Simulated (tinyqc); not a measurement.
Thickness series: competing polymorphs of an oxide film: bulk, surface, grain-boundary, dopant and field terms. Computed by tinyqc, a small Python program. Command: `OMP_NUM_THREADS=1 python tinyqc.py 3014467 3014468 out.jsonl polymorph walk`. One thread of a shared host (Intel(R) Xeon(R) Processor @ 2.30GHz), about 0.01 s of CPU time with the checks.

Phases: monoclinic m (reference), polar orthorhombic o, tetragonal t. Free energies per formula unit (f.u.); 1 J/m^2 x angstrom^3/nm = 6.241509 meV.

Inputs (values chosen for the exercise, for a model oxide):
```
quantity                                    value          unit
energy of the polar phase o over m           72.2      meV/f.u.
energy of the tetragonal phase t over m      97.2      meV/f.u.
entropy of o over m                        0.0083  meV/(f.u. K)
entropy of t over m                          0.05  meV/(f.u. K)
surface energy of m                          3.12         J/m^2
surface energy of o                          2.53         J/m^2
surface energy of t                          2.36         J/m^2
grain-boundary energy over surface energy    0.67             -
volume per formula unit Omega                33.1    angstrom^3
grain radius R                                 14            nm
temperature T                                 300             K
dopant content x                              4.1             %
shift of o per % of dopant                   -2.5      meV/f.u.
shift of t per % of dopant                    -10      meV/f.u.
width sigma of ln R                          0.53             -
interlayer thickness (SiO2)                  0.93            nm
```

Geometry: columnar grains in a film.

permittivities of m, o, t: 19  25  42

Method:
- Bulk term b = H - T S + (shift) x, zero for m. The undoped bulk turns from m to t at T = H_t/S_t.
- With G = b + gamma Omega A (b the bulk free energy per formula unit, A the area per volume), two phases i, j cross at A_ij = (b_j - b_i)/(Omega (gamma_i - gamma_j)); o has a window only if A_mo < A_ot.
- Area per volume: A = 2/h + f_b/R (two free faces; the side wall 2/R is shared by two grains and carries f_b gamma); G = b + gamma Omega A.
- Grain radii are log-normal by volume with median R and width sigma; the share with A above A* is that with radius below R*, R* = f_b/(A* - 2/h) (all grains if A* <= 2/h), share = (1/2) erfc[-ln(R*/R)/(sqrt 2 sigma)]. Effective permittivity of a layer of thickness h built of such grains, taken in parallel: sum of share x eps; EOT = interlayer + 3.9 h/eps.
- The median radius is held at R.

b (meV/f.u.): m 0.00, o 59.46, t 41.20

A_mo = 0.487815 1/nm

A_ot = -0.519917 1/nm

A_mt = 0.262401 1/nm

Against thickness:
```
h (nm)  A at R (1/nm)  share m  share o  share t     eps  EOT (nm)
3             0.71452  0.00000        0   1.0000  42.000    1.2086
4             0.54786  0.00000        0   1.0000  42.000    1.3014
6             0.38119  0.00000        0   1.0000  42.000    1.4871
8             0.29786  0.00542        0   0.9946  41.875    1.6751
11            0.22968  0.83723        0   0.1628  22.744    2.8162
15            0.18119  0.96939        0   0.0306  19.704    3.8989
22            0.13877  0.99198        0   0.0080  19.184    5.4024
35            0.10500  0.99700        0   0.0030  19.069    8.0882
```

What follows from these numbers?

From 3 to 35 nm the share of t goes from 1.00 to 0.00 and that of m from 0.00 to 1.00; o stays under 2 %. A at the median radius runs from 0.715 down to 0.105 1/nm, against the crossings A_mo = 0.488, A_ot = -0.520 and A_mt = 0.262; the majority phase is t in the thinnest film and m in the thickest.

Extremes, crossings and ranges named in words are read from the listed rows.
